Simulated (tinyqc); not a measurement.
Inside a calculation: Fermi-Dirac statistics of conduction electrons. Values are carried at full precision from step to step, so a last printed digit may differ when a step is redone from the rounded ones.

Constants: hbar^2/2m0 = 3.80998211 eV angstrom^2; kB = 8.617333262e-05 eV/K; e^2/(4 pi eps0) = 14.39964547 eV angstrom.

Inputs chosen for the exercise (near those of GaN, lowest valleys alone; the results hold for these values, not for the real material): m = 0.198 m0 (density-of-states mass of the conduction band); T = 77 K; n = 3.7e+17 1/cm^3 (electron density); eps = 9.43 (static dielectric constant); alpha = 0.18 1/eV (non-parabolicity).

## Reduced density

N = 2 (m kB T/(4 pi c))^(3/2) with c = hbar^2/2m0, in 1/angstrom^3; times 1e24 for 1/cm^3; u = n/Nc.

kT = 0.006635 eV
Nc = 2.8749e+17 1/cm^3
u = n/Nc = 1.2870

## Reduced Fermi level by five rules

F_j(eta) = (1/Gamma(j + 1)) integral_0^infinity x^j dx/(1 + exp(x - eta)), which tends to exp(eta) for eta << 0.

With u = n/Nc: Boltzmann eta = ln u; Joyce-Dixon eta = ln u + u/sqrt(8) - 4.95009e-3 u^2 + 1.48386e-4 u^3 - 4.42563e-6 u^4; Nilsson eta = ln u/(1 - u^2) + v/(1 + (0.24 + 1.08 v)^-2) with v = (3 sqrt(pi) u/4)^(2/3); fully degenerate limit eta = v; exact: F_1/2(eta) = u.

Find eta = (EF - Ec)/kT by each rule.

eta: Boltzmann 0.252, Joyce-Dixon 0.699, Nilsson 0.704, degenerate 1.430, exact 0.699

Against the exact value the errors are Boltzmann -0.447, Joyce-Dixon 0.000, Nilsson +0.005, degenerate limit +0.731 (in kT).

## Exact eta by Newton steps

Solve ln F_1/2(eta) = ln u from the Boltzmann value; dF_1/2/d eta = F_-1/2, so the step is -ln(F_1/2/u) F_1/2/F_-1/2. Stop below 1e-9.

Newton steps:

| step | eta | F_1/2 | F_-1/2 | step taken |
|---|---|---|---|---|
| 1 | 0.252312 | 0.930171 | 0.704331 | 0.429 |
| 2 | 0.681123 | 1.27070 | 0.886032 | 0.0183 |
| 3 | 0.699406 | 1.28697 | 0.894027 | 3.42e-05 |
| 4 | 0.699440 | 1.28700 | 0.894042 | 1.20e-10 |

Converged in 4 steps.

## Mean energy, Einstein relation and screening

eta = 0.69944

Mean kinetic energy <E> = (3/2) kT F_3/2/F_1/2; D/mu = (kT/e) F_1/2/F_-1/2; dn/dEF = (Nc/kT) F_-1/2; screening length L = (4 pi (e^2/(4 pi eps0)) (dn/dEF)/eps)^(-1/2), with dn/dEF in 1/(angstrom^3 eV) (1/cm^3 = 1e-24/angstrom^3).

F_-1/2, F_1/2, F_3/2: 0.8940  1.287  1.573

<E> = 12.17 meV
D/mu = 9.55 mV
dn/dEF = 3.874e+19 1/(cm^3 eV)
L = 36.68 angstrom

EF lies within 2 kT of the edge. D/mu is 1.440 times kT/e and <E> is 1.222 times (3/2) kT; the Debye formula, with n/kT in place of dn/dEF, would give L = 30.57 angstrom.

## Fermi level in the non-parabolic band

Non-parabolic band E (1 + alpha E) = c k^2/m: n = Nc (2/sqrt(pi)) integral_0^infinity sqrt(x (1 + a x)) (1 + 2 a x) dx/(1 + exp(x - eta)) with a = alpha kT and eta = (EF - Ec)/kT; a = 0 gives n = Nc F_1/2(eta).

Solve for eta at the same n.

a = 0.00119
eta = 0.692
EF - Ec = 4.59 meV

The extra states lower EF by 0.05 meV against the parabolic band.

## Checks

- Non-parabolic integral at a = 0 against F_1/2(2): both 2.823721.
- F_1/2(40) against the Sommerfeld form (4/(3 sqrt(pi))) eta^(3/2) (1 + pi^2/(8 eta^2)): both 190.45.

(tinyqc, `OMP_NUM_THREADS=1 python tinyqc.py 1680865 1680866 out.jsonl`, Intel(R) Xeon(R) Processor @ 2.30GHz, 1 thread, shared host, about 0.01 s.)
